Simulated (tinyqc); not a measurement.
Self-consistent Fermi level with native defects, at growth and after a quench: one step, computed by the program tinyqc.

Energies are counted from the top of the valence band (VBM); when the gap shrinks with temperature the conduction band moves and the levels stay. The added dopant is taken as fully ionised. D and A draw on one reservoir with opposite signs, as the two vacancies of a compound do.

Question. Formation energies at E_F = 0. E_f(D, 0) = input + s and E_f(A, 0) = input - s; E_f(q, E_F = 0) follows from the levels, eps(q/q-1) = E_f(q - 1) - E_f(q) at E_F = 0.

Inputs (values chosen for the exercise, for a model semiconductor): E_f of the neutral native donor D = 1.775 eV; E_f of the neutral native acceptor A = 3.012 eV; shift s of the chemical potential = 0.11 eV.

Added shallow dopant: acceptor.

levels of D above the VBM, most positive state first (eV): [0.662, 0.751, 0.888]

levels of A above the VBM, (0/-1) first (eV): [0.218, 0.228]

Give: E_f(q, E_F = 0).

Answer.

E_f(q, E_F = 0) (eV): D(+3) -0.416, D(+2) 0.246, D(+1) 0.997, D(0) 1.885, A(0) 2.902, A(-1) 3.120, A(-2) 3.348
